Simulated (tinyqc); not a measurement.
Gap against thickness: thin (001) film in sp3s* tight binding with raised dangling bonds.

Planes alternate anion (a), cation (c) along [001], a/4 apart, starting with an anion; zero in-plane momentum; levels counted from the bulk Ev, the lower root of [[Epa, Vxx], [Vxx, Epc]]; no spin-orbit coupling. Block of s, pz, s*: from an anion to the cation above, Vss/2 (s,s), Vsapc/2 (s,z), -Vscpa/2 (z,s), Vxx/2 (z,z), Vxapc/2 (s*,z), -Vpaxc/2 (z,s*); to the cation below the same with the s-z and s*-z signs reversed. Block of u = (px + py)/sqrt2 and v = (px - py)/sqrt2: to the cation above (Vxx + Vxy)/2 for u and (Vxx - Vxy)/2 for v, to the cation below the reverse. Each surface atom has two dangling sp3 hybrids; raising both by dl adds (dl/2) [[1, t], [t, 1]] to its s, pz levels (t = -1 at the bottom face, +1 at the top) and dl to the one of u, v in whose plane the missing bonds lie (v for a bottom anion or a top cation, u for a top anion).

Inputs chosen for the exercise (near a published set for Si, fitted to gaps, whose masses and valley positions are rough; the results hold for these values, not for the real material): p = (-4.203, 1.711, -4.203, 1.711, 6.7, 6.7, -8.278, 1.722, 4.571, 5.715, 5.715, 5.375, 5.375) eV (order Esa, Epa, Esc, Epc, Exa, Exc, Vss, Vxx, Vxy, Vsapc, Vscpa, Vxapc, Vpaxc); a = 5.436 angstrom (lattice constant); dp = 30 eV (value of dl for the passivated films); Ns = (9, 11, 15, 21, 28, 32, 48, 71) (numbers of planes).

edges (eV): Gamma 3.44400, Delta 1.18104

Passivated films (finite dp, so levels can still be some meV from their limit), thickness N a/4. Highest level below mid-gap (either block) and the two lowest above it. The exponents are -d ln(shift)/d ln N between the sixth and the last film, for the valence level and for the mean of the two conduction levels.

Levels (eV):

| N | thickness (angstrom) | Ev1 | Ec1 | Ec2 | gap |
|---|---|---|---|---|---|
| 9 | 12.23 | -0.3609 | 1.4253 | 1.4810 | 1.7862 |
| 11 | 14.95 | -0.2657 | 1.3517 | 1.3910 | 1.6174 |
| 15 | 20.39 | -0.1611 | 1.2850 | 1.2908 | 1.4462 |
| 21 | 28.54 | -0.0907 | 1.2369 | 1.2386 | 1.3276 |
| 28 | 38.05 | -0.0505 | 1.2125 | 1.2150 | 1.2630 |
| 32 | 43.49 | -0.0399 | 1.2060 | 1.2066 | 1.2459 |
| 48 | 65.23 | -0.0191 | 1.1925 | 1.1925 | 1.2116 |
| 71 | 96.49 | -0.0095 | 1.1863 | 1.1864 | 1.1957 |

exponents: valence 1.80, conduction 1.96

The gap is 1.786 eV at 12.2 angstrom and 1.196 eV at 96.5, against 1.181 eV in the bulk along this line. At 21 planes the conduction side gives 56 meV of the widening and the valence side 91 meV. A hard-walled parabolic band has exponent 2; departures come from the offset between N a/4 and the effective width, from non-parabolicity and from the termination (odd and even N end differently: in the direction of the bond rows at the two faces and, in a compound, in the kind of atom), which also makes single steps in N uneven. Ec1 and Ec2 are the doublet of the two Delta valleys along the normal.

tinyqc: `OMP_NUM_THREADS=1 python tinyqc.py 1481861 1481862 out.jsonl`; about 0.4 s, one thread, shared Intel(R) Xeon(R) Processor @ 2.30GHz.
